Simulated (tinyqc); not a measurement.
Worked calculation: kinetics of strain relaxation and threading dislocations in mismatched semiconductor layers. Computed by tinyqc, a small Python program that keeps every step. Command: `OMP_NUM_THREADS=1 python tinyqc.py 3029764 3029765 out.jsonl threading walk`. One thread of a shared host (Intel(R) Xeon(R) Processor @ 2.30GHz), about 0.01 s of CPU time with the checks. Intermediate numbers are printed to about 6 digits and carried at full precision; extremes and crossings named in words are read from the listed rows.

60-degree dislocations on {111} planes of a (001) layer, isotropic elasticity. The Schmid factor is 1/sqrt(6), and a misfit segment relieves strain with b/2.

Inputs (values chosen for the exercise, modelled on GaAs on Si):

| quantity | value | unit |
|---|---|---|
| misfit f | 0.0382 | - |
| shear modulus G | 48.8 | GPa |
| Poisson ratio nu | 0.31 | - |
| Burgers vector b | 4 | angstrom |
| glide activation energy Q | 1.38 | eV |
| velocity prefactor v0 | 11000 | m/s per MPa |
| layer thickness h | 11 | nm |
| anneal temperature T | 609 | K |
| anneal time t | 43 | s |
| initial thread density rho_0 | 560000 | 1/cm^2 |
| multiplication constant delta | 5800 | 1/m |
| grading rate (misfit per thickness) R_f | 0.0019 | 1/micrometre |
| growth temperature of the buffer T_g | 961 | K |
| growth rate R_g | 0.27 | nm/s |
| reaction radius r_A | 18 | nm |
| final thickness of a thick uniform layer H | 1 | micrometre |
| aspect ratio of a trench | 1.4 | - |

Sources: multiplication.

Constants: k_B = 8.617333262e-05 eV/K.

## Excess stress and glide velocity at the start

Excess resolved stress tau = (1/sqrt 6) [2 G (1 + nu)/(1 - nu)] (e - e_eq), e_eq = b (1 - nu/4) [ln(h/b) + 1]/(4 pi (1 + nu) h), the Matthews-Blakeslee strain of an uncapped layer; glide velocity v = v0 tau exp(-Q/(k_B T)), tau in MPa.

equilibrium strain e_eq = 0.00879127

excess stress tau = 2224.71 MPa

mobility v/tau = 4.18028e-08 m/s per MPa

initial velocity = 92.9990 micrometre/s

The layer carries 4.3 times its equilibrium strain. In the anneal time a thread would run 4000 micrometre at this speed. Caution: at stresses above about 1 GPa the linear velocity law understates glide, as stress lowers the kink barrier. Caution: at such misfit the layer islands and relaxes during the first nanometres, so a uniform strained start is an idealisation.

## Relaxation in the anneal

Threads run in two directions, so de/dt = -(b/4) rho v, and they multiply as d rho/dt = delta rho v. With x = e - e_eq, x0 = f - e_eq (fully strained at t = 0) and v = m S x (m the mobility, S x = tau): rho = rho_0 + (4 delta/b)(x0 - x), so dx/dt = -k x (a - x), k = delta m S, a = x0 + b rho_0/(4 delta): a logistic law, x = a/[1 + (a/x0 - 1) exp(k a t)]. The half time is that at which x = x0/2.

strain left e = 0.00879127

share of the excess strain relieved = 100.0000 %

thread density = 1.71131e+08 1/cm^2

half time = 10.5800 s

The layer has reached its equilibrium strain. The misfit lines laid down are 0.0068 micrometre apart. Caution: blocking of threads by crossing misfit lines, left out here, leaves real layers with more strain.

## Anneal temperature

The formulas are those given above.

After the time t:

| T (K) | first velocity (micrometre/s) | relieved (%) | threads (1/cm^2) | half time (s) |
|---|---|---|---|---|
| 496 | 2.32649e-01 | 1.96110e-02 | 5.93451e+05 | 4.22923e+03 |
| 515 | 7.65627e-01 | 6.90496e-02 | 6.77778e+05 | 1.28513e+03 |
| 538 | 2.89303e+00 | 3.46464e-01 | 1.15097e+06 | 3.40102e+02 |
| 556 | 7.58339e+00 | 1.82139e+00 | 3.66675e+06 | 1.29748e+02 |
| 578 | 2.26974e+01 | 4.88417e+01 | 8.38696e+07 | 4.33497e+01 |
| 593 | 4.57452e+01 | 9.96744e+01 | 1.70575e+08 | 2.15089e+01 |
| 614 | 1.15206e+02 | 1.00000e+02 | 1.71131e+08 | 8.54056e+00 |
| 648 | 4.52694e+02 | 1.00000e+02 | 1.71131e+08 | 2.17349e+00 |

The half time follows exp(Q/(k_B T)), a decade for each 48 K near 578 K. Relief goes from 1.8 % at 556 K to 99.7 % at 593 K: with multiplication the onset is abrupt, after an incubation in which threads breed, and the final density is set by delta, not by rho_0. Caution: rows with more than 50 % relieved leave out blocking by crossing misfit lines, which slows real layers.

## Graded buffer

In steady grading, strain is fed at R_f R_g and relieved at (b/4) rho v. As a glide-limited estimate, the driving stress is taken as the mean stress of the strained top zone, whose depth z solves R_f z/2 = e_eq(z), with strain R_f z at the surface; tau_g = S R_f z/2 is its mean; then rho = 4 R_f R_g/(b m tau_g), m = v0 exp(-Q/(k_B T_g)), S = (1/sqrt 6) 2 G (1 + nu)/(1 - nu), e_eq(z) = b (1 - nu/4) [ln(z/b) + 1]/(4 pi (1 + nu) z).

depth z of the strained zone = 434.188 nm

stress tau_g = 31.2031 MPa

thread density of the buffer = 25.8029 1/cm^2

buffer thickness f/R_f = 20.1053 micrometre

Raising T_g by 50 K would lower this density by a factor 2.3: fast glide lets few threads do the work. Caution: real buffers seldom go below 1e5 /cm^2, as pile-ups and nucleation take over; this value is a lower bound.

## Thick uniform layer and trapping in a trench

A separate case, a thick relaxed layer. Pair reactions during growth: d rho/dh = -K rho^2 with K = 2 r_A tan(psi) and threads inclined by psi = 45 degrees (the <110> lines of {111} planes), so rho = 1/(K H) for a layer that starts with far more threads than that, as highly mismatched layers do. In a trench along [110] a thread on {111} rises at 54.74 degrees across the width, and leaves through the wall below the height w tan(54.74 degrees) = sqrt(2) w; the share of threads, evenly spread over the floor, that reach the top is max(0, 1 - a/sqrt 2) for the aspect ratio a.

thread density at H = 2.77778e+09 1/cm^2

share that reaches the top = 0.0100505

The trench is too shallow to trap all. Thickness alone needs 2800 micrometre for 1e6 /cm^2.

Checks made by the program: strain against numerical integration (relative difference below 1e-10).
